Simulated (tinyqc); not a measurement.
Nudged elastic band on a two-dimensional model surface: one step, computed by the program tinyqc. Command: `OMP_NUM_THREADS=1 python tinyqc.py 3021368 3021369 out.jsonl neb walk`. One thread of a shared host (Intel(R) Xeon(R) Processor @ 2.30GHz), about 0.1 s of CPU time with the checks.

V(x, y) = -A (cos kx + cos ky) - B cos kx cos ky + (C sin ky + S sin kx)(1 - cos kx), k = 2 pi/a; the atom hops from the minimum at (0, 0) to that at (a, 0).

Question. Stationary points. Newton steps x(new) = x - H^-1 grad V (moves limited to 0.3 angstrom) from (0, 0), (a, 0) and (a/2, 0) give the two minima and the saddle.

Inputs (values chosen for the exercise, for a model surface):

| quantity | value | unit |
|---|---|---|
| amplitude A | 0.16 | eV |
| amplitude B | 0.04 | eV |
| skew C | 0.055 | eV |
| asymmetry S | -0.025 | eV |
| period a | 3.2 | angstrom |

Surface: adatom on a square lattice. Climbing image: on.

Give: positions; energies; barrier from the start.

Answer.

positions (angstrom):
```
            x       y
start   0.000   0.000
end     3.200   0.000
saddle  1.750  -0.369
```

energies (eV): start -0.3600, end -0.3600, saddle 0.0048

barrier from the start = 0.3648 eV
